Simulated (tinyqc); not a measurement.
Energy and delay of logic against supply voltage: two steps of the calculation.

One expression serves below and above threshold: I(Vg) = Ik [ln(1 + exp((Vg - VT + dd V)/(al nf Vt)))]^al, with I_on = I(V) and I_off = I(0). Gate delay td = kd C V/I_on, clock period LD td. Per gate and cycle the switching energy is act C V^2 and the leakage energy I_off V LD td. No short-circuit current, no variation. Minima are sought above 0.09 V; below a few Vt gates no longer switch and the model has no meaning.

Parameters, values chosen for the exercise; values of the order met in logic technologies:
```
symbol,value,unit,meaning
T,358,K,temperature
VT,0.35,V,threshold voltage at zero drain bias
nf,1.38,,slope factor
dd,0.06,,barrier lowering per volt of supply
Ik,0.34,uA,specific current of a gate
al,1.37,,exponent of the current law
C,0.51,fF,load capacitance of a gate
kd,0.8,,delay factor
LD,60,,logic depth
act,0.2,,activity factor
V,0.86,V,supply voltage
```

Constants: q = 1.602176634e-19 C, kB = 1.380649e-23 J/K, Vt = kB T/q. Results are converted to the units shown.

Question 1. Currents, delay and energies. I_on, I_off, td, clock frequency 1/(LD td), both energies and their sum.

Find: I_on; I_off; td; clock frequency; switching energy; leakage energy; energy.

Answer 1.

I_on = 7.5679 uA
I_off = 0.30597 nA
td = 46.364 ps
clock frequency = 0.35947 GHz
switching energy = 75.439 aJ
leakage energy = 0.73199 aJ
energy = 76.171 aJ

I_on/I_off = 24700; leakage makes up 0.961 % of the energy.

Question 2. New V. Minimum-energy supply: E(V) is the energy per gate and cycle; with h = 0.001 V, E' = (E(V + h) - E(V - h))/(2 h), E'' = (E(V - h) - 2 E(V) + E(V + h))/h^2, V(new) = V - E'/E''.

V after iteration 2 = 0.26129517 V

Wanted: E'; E''; V after iteration 3.

Answer 2.

E' = -2.3331 aJ/V
E'' = 981.88 aJ/V^2
V after iteration 3 = 0.26367 V

Computed by the program tinyqc: `OMP_NUM_THREADS=1 python tinyqc.py 2082038 2082039 out.jsonl`, one thread of a shared Intel Xeon 2.30GHz, about 0.01 s for the whole run.
